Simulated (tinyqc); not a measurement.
Gated two-dimensional channel with two bands, quantum capacitance: two steps of the calculation.

phi is the Fermi level above the lowest band edge, in volts; Vg is counted from the gate voltage at which an empty channel would have phi = 0. The channel has no thickness; trap charge is -q Dit phi.

Parameters, values chosen for the exercise; lowest band close to that of monolayer MoS2: temperature T = 150 K; relative permittivity of the gate insulator (close to silicon dioxide) eox = 3.9; insulator thickness tox = 0.92 nm; in-plane mass md = 0.497 m0; valley degeneracy gv = 2; in-plane mass of a second band, chosen freely m2 = 1.2 m0; valley degeneracy of that band, chosen freely g2 = 4; second band edge above the first E2 = 0.23 eV; density of traps Dit = 0 cm^-2 eV^-1; gate voltage Vg = 0.85 V.

Constants: q = 1.602176634e-19 C, kB = 1.380649e-23 J/K, hbar = 1.054571817e-34 J s, m0 = 9.1093837015e-31 kg, Vt = kB T/q, eps0 = 8.8541878128e-14 F/cm where lengths are in cm. Results are converted to the units shown.

Question 1. Gate capacitance. Cox = eps0 eox/tox.

Wanted: Cox.

Answer 1.

Cox = 3.7534 uF/cm^2

Question 2. New phi. D1 = gv md m0 q/(pi hbar^2), D2 = g2 m2 m0 q/(pi hbar^2) per eV; n1 = D1 Vt ln(1 + exp(phi/Vt)), n2 = D2 Vt ln(1 + exp((phi - E2)/Vt)), n = n1 + n2; Cq = q dn/dphi = q [D1/(1 + exp(-phi/Vt)) + D2/(1 + exp((E2 - phi)/Vt))]. Newton: f = phi + q (n + Dit phi)/Cox - Vg, phi(new) = phi - f/(1 + (Cq + q Dit)/Cox).

phi at the start = 0.01 V
Cox = 3.7534057 uF/cm^2

Give: n1; n2; Cq; f; phi after iteration 1.

Answer 2.

n1 = 6.1883e12 cm^-2
n2 = 1.0518e6 cm^-2
Cq = 45.524 uF/cm^2
f = -0.57585 V
phi after iteration 1 = 0.053861 V

Program tinyqc, `OMP_NUM_THREADS=1 python tinyqc.py 2200020 2200021 out.jsonl`; Intel Xeon 2.30GHz, shared host, one thread, about 0.01 s.
